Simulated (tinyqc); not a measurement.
Bandgap voltage reference from two bipolar transistors: effect of the output resistor at T0.

Two transistors of area 1 and N carry the same current I. Is(T) = Is (T/T0)^eta exp[(Vg0 q/kB)(1/T0 - 1/T)], VBE1 = Vt ln(I/Is(T)) + I rb, VBE2 = Vt ln(I/(N Is(T))) + I rb/N. The amplifier forces I R1(T) = VBE1 - VBE2 + Vos, with R(T) = R (1 + tc (T - T0)) for both resistors, and the output is Vref = VBE1 + I R2(T). Base currents and the Early effect are neglected.

Vt = kB T/q; I = (Vt ln N + Vos)/(R1(T) - rb (1 - 1/N)). Box coefficient: span of Vref between 233 and 398 K over its average over T and over 165 K. The last column is the R2 that gives zero slope at T0.

Inputs (values chosen for the exercise); values of the order met in silicon bipolar transistors:
```
symbol,value,unit,meaning
T0,300,K,reference temperature
Vg0,1.155,V,band-gap voltage extrapolated to 0 K
eta,4.2,,temperature exponent of the saturation current
Is,5.5e-16,A,saturation current of the unit transistor at T0
N,8,,area ratio of the second transistor
R1,33,kohm,"resistor across which the difference of VBE falls, at T0"
tc,0,ppm/K,temperature coefficient of both resistors
Vos,-0.5,mV,offset of the amplifier
rb,73,ohm,series resistance of the unit transistor
```

Constants: q = 1.602176634e-19 C, kB = 1.380649e-23 J/K. Results are converted to the units shown.

Effect of the output resistor at T0:
```
R2 (kohm)  I at T0 (uA)  Vref at T0 (V)  slope at T0 (uV/K)  box coefficient (ppm/K)  R2 for zero slope (kohm)
379.8             1.617           1.178              -179.5                    162.0                     412.8
392.2             1.617           1.198              -112.0                    102.7                     412.8
404.5             1.617           1.218              -45.10                    47.19                     412.8
412.8             1.617           1.231             0.05582                    19.68                     412.8
421               1.617           1.244               44.67                    31.06                     412.8
433.4             1.617           1.265               112.1                    80.19                     412.8
445.8             1.617           1.285               179.6                    131.3                     412.8
```

As R2 goes from 379.8 to 445.8, Vref rises from 1.178 to 1.285 V and the box coefficient goes from 162 through a minimum of 19.7 (at R2 = 412.8 among the rows listed) to 131 ppm/K. One per cent in R2 moves the slope by 22.5 uV/K.

Program tinyqc, `OMP_NUM_THREADS=1 python tinyqc.py 2062003 2062004 out.jsonl`; Intel Xeon 2.30GHz, shared host, one thread, about 0.02 s.
